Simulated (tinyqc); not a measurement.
The decay curve: photoconductance decay in a wafer: bulk and surface recombination modes, and iron detection by pair splitting. Computed by tinyqc, a small Python program. Command: `OMP_NUM_THREADS=1 python tinyqc.py 3110152 3110153 out.jsonl pcd walk`. One thread of a shared host (Intel(R) Xeon(R) Processor @ 2.30GHz), about 0.01 s of CPU time with the checks.

Both faces of the wafer have the same S; injection is low and all coefficients are constant. x runs from -W/2 to W/2.

Inputs (values chosen for the exercise, modelled on p-type silicon):
```
quantity                          value         unit
thickness W                         300   micrometre
diffusivity D                      22.2       cm^2/s
bulk lifetime tau_b without iron    190  microsecond
surface recombination velocity S     47         cm/s
absorption coefficient alpha        530         1/cm
```

Method:
- Even modes cos(a x) obey b tan b = S W/(2 D) with b = a W/2, odd modes sin(a x) obey -b cot b = S W/(2 D); each decays at the rate 1/tau_b + D a^2.
- tau_eff is the decay time of the first mode. The surface time is 1/(D a^2) of that mode; shortcuts for it are W/(2 S), W^2/(pi^2 D) and their sum, whose error is sum/surface time - 1.
- Light from one face makes n(x, 0) proportional to exp(-alpha (x + W/2)). Only even modes carry the thickness average: weight c_n = [sin b/b] int n cos(a x) dx / (int cos^2(a x) dx x mean n), with int exp(-alpha (x + W/2)) cos(a x) dx = [alpha cos b (1 - E) + a sin b (1 + E)]/(alpha^2 + a^2), E = exp(-alpha W), and int cos^2 = W/2 + sin(2 b)/(2 a).
- Mean density = sum_n c_n exp(-t/tau_n) over 60 modes; the local decay time is -1/(d ln n/dt).

W^2/(pi^2 D) = 4.10762 microsecond

tau_eff = 119.566 microsecond

Decay:
```
t / (W^2/(pi^2 D))  t (microsecond)  mean density/start  local decay time (microsecond)
0.02                         0.0822             0.99826                           55.00
0.05                         0.2054             0.99625                           66.46
0.10                         0.4108             0.99343                           77.84
0.20                         0.8215             0.98864                           91.28
0.50                         2.0538             0.97676                          109.94
1.00                         4.1076             0.95950                          118.18
2.00                         8.2152             0.92701                          119.54
```

What follows from these numbers?

The local decay time goes from 55.0 to 120 microsecond against tau_eff = 120. Early on higher modes speed the decay, so a fit must start late.
